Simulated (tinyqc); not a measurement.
Double-gate transistor, scale length and short-channel effects: two steps of the calculation.

A body of thickness ts between two insulators of thickness ti and two tied gates. Below threshold the potential that source and drain add obeys Laplace's equation and vanishes on the gate. Its lowest mode decays along the channel as exp(-k y); k is the smallest positive root of the matching condition at the interface, and the scale length is Lambda = pi/k.

Inputs (values chosen for the exercise); permittivities: semiconductor close to that of silicon, insulator close to that of silicon dioxide:
```
symbol,value,unit,meaning
eps_r,11.5,,relative permittivity of the semiconductor
ei,3.97,,relative permittivity of the insulator
ti,2.4,nm,insulator thickness
ts,15,nm,body thickness
```

Question 1. Scan of the matching condition. f(k) = ei cos(k ti) cos(k ts/2) - eps_r sin(k ti) sin(k ts/2).

k, point 0 to 7 (1/nm): 0.02  0.04  0.06  0.08  0.1  0.12  0.14  0.16

Find: f(k).

Answer 1.

f(k), point 0 to 7: 3.838  3.449  2.820  1.977  0.958  -0.193  -1.424  -2.682

The first change of sign lies between k = 0.1 and 0.12 1/nm.

Question 2. Decay constant by Newton steps. f(k) = ei cos(k ti) cos(k ts/2) - eps_r sin(k ti) sin(k ts/2); f' by a central difference with +/- 1e-5 1/nm; k(new) = k - f/f'.

k after iteration 1 = 0.11753521 1/nm

Find: f; f'; k after iteration 2.

Answer 2.

f = -0.045249
f' = -59.482 nm
k after iteration 2 = 0.11677 1/nm

Numbers from tinyqc (`OMP_NUM_THREADS=1 python tinyqc.py 2420120 2420121 out.jsonl`; about 0.01 s on one thread of a shared Intel Xeon 2.30GHz).
